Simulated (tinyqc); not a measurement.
AlGaN/GaN HEMT with access regions, lumped model: two steps of the calculation.

A polarisation-induced electron sheet under a Schottky gate, in series with two ungated access regions and contacts. Drift law v = mu E/(1 + mu E/vs) under the gate. Currents in mA/mm, resistances in ohm mm. No self-heating, no channel-length modulation; fits for polarisation, barrier and offset are chosen for the exercise.

Parameters, values chosen for the exercise; values close to those of AlGaN/GaN structures: aluminium share of the barrier x = 0.27; barrier thickness d = 18 nm; relative permittivity of barrier and channel eps_r = 9.5; channel mobility mu = 1900 cm^2/(V s); saturation velocity vs = 1.6e7 cm/s; gate length Lg = 0.25 um; source access length Ls = 0.5 um; drain access length Ld = 2 um; resistance of each contact Rc = 0.26 ohm mm; share of the drain-access electrons removed by traps ft = 0; gate voltage Vg = -0.5 V; drain voltage Vd = 1 V.

Constants: q = 1.602176634e-19 C, eps0 = 8.8541878128e-14 F/cm where lengths are in cm. Results are converted to the units shown.

Task 1. Polarisation charge, threshold and sheet resistance. sigma = (5e13 x + 1.6e13 x^2) cm^-2, phiB = 0.84 + 1.3 x, dEc = 0.7 (1.71 x + x^2) in volts, Cb = eps0 eps_r/d, VT = phiB - dEc - q sigma/Cb, access density n0 = -Cb VT/q. Rsh = 1/(q mu n0); largest access current q n0 vs.

Give: sigma; Cb; VT; n0; Rsh; q n0 vs.

Result 1.

sigma = 1.467e13 cm^-2
Cb = 0.4673 uF/cm^2
VT = -4.212 V
n0 = 1.228e13 cm^-2
Rsh = 267.4 ohm
q n0 vs = 3149 mA/mm

Task 2. Drain current. Access resistance R(L, n) = L/(q mu n sqrt(1 - (I/(q n vs))^2)); Rs = Rc + R(Ls, n0), Rd = Rc + R(Ld, (1 - ft) n0). Vg' = Vg - I Rs, Vd' = Vd - I (Rs + Rd); with u = Vg' - VT, Vc = vs Lg/mu and w the smaller of Vd' and Vc [sqrt(1 + 2 u/Vc) - 1] (0 if negative), the channel gives (mu Cb/Lg)(u w - w^2/2)/(1 + w/Vc). I(new) = I + 0.2 (channel current - I).

I at the start = 600 mA/mm
VT = -4.2116695 V
Cb = 0.46730436 uF/cm^2
n0 = 1.2284111e13 cm^-2

Find: Rs; Rd; Vg'; Vd'; channel current; I after iteration 1.

Result 2.

Rs = 0.39620 ohm mm
Rd = 0.80482 ohm mm
Vg' = -0.73772 V
Vd' = 0.27939 V
channel current = 1421.7 mA/mm
I after iteration 1 = 764.34 mA/mm

Computed by the program tinyqc: `OMP_NUM_THREADS=1 python tinyqc.py 2570015 2570016 out.jsonl`, one thread of a shared Intel Xeon 2.30GHz, about 0.03 s for the whole run.
